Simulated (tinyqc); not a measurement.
Worked calculation: tight binding, dimerised chain. One step of it, computed by the program tinyqc.

Task: Levels at X. Diagonalise the Hermitian matrix.

H(k) at X (eV):
```
           A          B
A   0.000000  -0.710000
B  -0.710000   0.000000
```

Give: eigenvalues; weights |c|^2 of the basis functions.

Result:

eigenvalues (eV): -0.7100  0.7100

weights |c|^2 of the basis functions:
```
   band 1  band 2
A  0.5000  0.5000
B  0.5000  0.5000
```
